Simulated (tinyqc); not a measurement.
# Thermal resistances of a two-die stack

Question. Heat leaves through the lower die only, and the system is linear. Find the resistance R1 from the lower die to the coolant, R2 between the dies, and the rise of the upper die when both are powered.

Values chosen for this exercise: power of the lower die P1 = 33 W; power of the upper die P2 = 24 W.

rises of the lower and upper die with only the lower one powered (K): [9.57, 9.57]
rises of the lower and upper die with only the upper one powered (K): [6.96, 15.12]

Solution. With only the lower die powered no heat crosses R2, so both dies rise by P1 R1; the difference in the second test is P2 R2; rises add.

R1 = 0.290 K/W
R2 = 0.340 K/W
rise of the upper die = 24.7 K

Computed by the program tinyqc: `OMP_NUM_THREADS=1 python tinyqc.py 2162039 2162040 out.jsonl`, one thread of a shared Intel Xeon 2.30GHz, about 0.03 s for the whole run.
